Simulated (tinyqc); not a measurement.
Shockley-Read-Hall recombination through one deep level: sweeps and comparisons. A value that a table varies takes the place of the one given here.

One level at Et with degeneracy 1: tn = 1/(sn vth Nt), tp = 1/(sp_ vth Nt), n1 = Nc exp((Et - Eg)/kT), p1 = Nv exp(-Et/kT), ni^2 = n1 p1. Equilibrium n0 = Nm, p0 = ni^2/Nm; n = n0 + dn, p = p0 + dn. U = (n p - ni^2)/(tp (n + n1) + tn (p + p1)), lifetime dn/U; emission rates en = sn vth n1, ep = sp_ vth p1.

Constants: kB = 8.617333262e-05 eV/K.

Inputs chosen for the exercise (gap and densities of states near those of GaN at this temperature; not measured data): E1 = 2.432 eV (level (+1/0) above Ev); E2 = 2.256 eV (level (0/-1) above Ev); gm = 2 (degeneracy of the middle state, the others 1); T = 300 K; Eg = 3.457 eV (gap); Nc = 2.28e+18 1/cm^3 (conduction-band density of states); Nv = 4.71e+19 1/cm^3 (valence-band density of states); Nd = 1.2e+13 1/cm^3 (ionised shallow donors minus acceptors); Et = 2.256 eV (recombination level above Ev); Nt = 1.5e+13 1/cm^3 (defects); sn = 7e-16 cm^2 (electron capture cross-section); sp_ = 1.1e-16 cm^2 (hole capture cross-section); vth = 16000000 cm/s (thermal velocity, both carriers); Nm = 2.7e+16 1/cm^3 (equilibrium electrons for the lifetime steps); dn = 1.5e+13 1/cm^3 (excess pairs).

## Charge state against the Fermi level (deep level with several charge states)

Energies from Ev. The defect has charge states +1, 0, -1 with weights 1, gm exp((EF - E1)/kT), exp((2 EF - E1 - E2)/kT); the shares are the weights over their sum. Boltzmann carriers: n = Nc exp((EF - Eg)/kT), p = Nv exp(-EF/kT). Neutrality: p - n + Nd + Nt <q> = 0.

Shares:
```
EF (eV)     +1      0     -1     <q>
0.207    1.000  0.000  0.000   1.000
0.484    1.000  0.000  0.000   1.000
0.761    1.000  0.000  0.000   1.000
1.037    1.000  0.000  0.000   1.000
1.314    1.000  0.000  0.000   1.000
1.590    1.000  0.000  0.000   1.000
1.867    1.000  0.000  0.000   1.000
2.143    1.000  0.000  0.000   1.000
2.420    0.003  0.003  0.994  -0.991
2.696    0.000  0.000  1.000  -1.000
2.973    0.000  0.000  1.000  -1.000
3.250    0.000  0.000  1.000  -1.000
```

E2 lies below E1 (negative U = -0.176 eV), so the charge goes from +1 to -1 near (E1 + E2)/2 = 2.344 eV, two electrons at once; the middle state never exceeds a share of 0.0322.

## Defects against doping (deep level with several charge states)

Nt takes the listed multiples of |Nd|; the resistivity uses mobilities of 1000 (electrons) and 300 (holes) cm^2/(V s), chosen for the exercise, and e = 1.602176634e-19 C.

Neutral state:
```
Nt/|Nd|  EF (eV)  n (1/cm^3)  p (1/cm^3)  rho (ohm cm)
0.01      3.1425    1.19e+13    7.60e-34           525
0.10      3.1401    1.08e+13    8.37e-34           578
0.30      3.1336    8.40e+12    1.08e-33           743
0.60      3.1191    4.80e+12    1.88e-33      1.30e+03
0.90      3.0832    1.20e+12    7.53e-33      5.20e+03
1.10      2.3852        2.25    4.01e-21      2.77e+15
1.50      2.3656        1.05    8.57e-21      5.92e+15
3.00      2.3533       0.655    1.38e-20      9.53e+15
10.00     2.3467       0.507    1.78e-20      1.23e+16
```

EF goes from 3.143 to 2.347 eV and the resistivity from 525 to 1.23e+16 ohm cm, with a largest value of 1.23e+16 (values above about 1e13 are formal: hopping and surfaces conduct more). The largest move of EF, -0.698 eV, comes between Nt/|Nd| = 0.9 and 1.1; the levels lie at 2.432 and 2.256 eV. A defect can take up to one carrier of either sign, so the doping can be cancelled no earlier than Nt = |Nd|, there only if EF lies well beyond the level that takes the carriers and otherwise at larger Nt (mean charge -0.10 in the last row).

## Lifetime against injection

Recombination:
```
dn (1/cm^3)  lifetime (microsecond)  U (1/(cm^3 s))
1.0e+11                       37.88        2.64e+15
1.0e+12                       37.88        2.64e+16
1.0e+13                       37.88        2.64e+17
1.0e+14                       37.90        2.64e+18
1.0e+15                       38.09        2.63e+19
1.0e+16                       39.49        2.53e+20
1.0e+17                       42.57        2.35e+21
1.0e+18                       43.67        2.29e+22
```

The lifetime rises from 37.88 to 43.67 microsecond; tn + tp = 43.83. At low injection it is tp (1 + n1/n0) + tn p1/n0 with n1/Nm = 5.6e-19 and p1/Nm = 2.2e-35: re-emission is negligible, so minority capture alone counts. Auger and radiative paths are left out; they cut in at the highest injections, and in a doped direct-gap crystal the radiative one counts at all injections. dn = dp neglects trapped charge, which matters where the traps hold a charge comparable with dn, at low injection and with very unequal cross sections.

## Where a level does most harm

Et takes the values listed; G = Nt en ep/(en + ep) in a depleted region; the lifetime is for dn = 1e11 1/cm^3.

Results:
```
Et (eV)  lifetime (microsecond)  G (1/(cm^3 s))
0.207                      41.3        9.67e-32
0.484                      37.9        4.36e-27
0.761                      37.9        1.96e-22
1.037                      37.9        8.49e-18
1.314                      37.9        3.82e-13
1.590                      37.9        1.66e-08
1.867                      37.9        5.37e-08
2.143                      37.9        1.24e-12
2.420                      37.9        2.76e-17
2.696                      37.9        6.37e-22
2.973                      37.9        1.41e-26
3.250                      38.9        3.14e-31
```

Generation peaks where en = ep, at Eg/2 + (kT/2) ln(sp_ Nv/(sn Nc)) = 1.744 eV; the largest value listed is at 1.867 eV, and G falls by a decade for each 0.060 eV away from the peak. The lifetime is within a factor 2 of its minimum, 37.9 microsecond, from 0.207 to 3.250 eV: recombination tolerates a wide range of Et, generation a narrow one.

## What moves lifetime and leakage

G = Nt en ep/(en + ep). Each row changes one parameter from the base and keeps the others.

Results:
```
case                 lifetime (microsecond)  G (1/(cm^3 s))
base                                  37.88        1.57e-14
Et = 2.296 eV                         37.88        3.34e-15
sn = 1.4e-15 cm^2                     37.88        1.57e-14
sp_ = 2.2e-16 cm^2                    18.94        3.14e-14
Nt = 7.5e+12 1/cm^3                   75.76        7.84e-15
Nm = 8.1e+16 1/cm^3                   37.88        1.57e-14
dn = 4.5e+13 1/cm^3                   37.89        1.57e-14
```

The largest shifts from the base row, up to three for each result and ties (the steps differ in size, so this ranks the rows, not the parameters). lifetime (microsecond): Nt +37.9, sp_ -18.9, dn +0.00660; unchanged at the printed digits by Et, sn and Nm. G (1/(cm^3 s)): sp_ +1.57e-14, Et -1.23e-14, Nt -7.84e-15; unchanged at the printed digits by sn, Nm and dn.

Run: tinyqc, `OMP_NUM_THREADS=1 python tinyqc.py 1680174 1680175 out.jsonl`; Intel(R) Xeon(R) Processor @ 2.30GHz, one thread, shared host; about 0.01 s of CPU time with all checks.
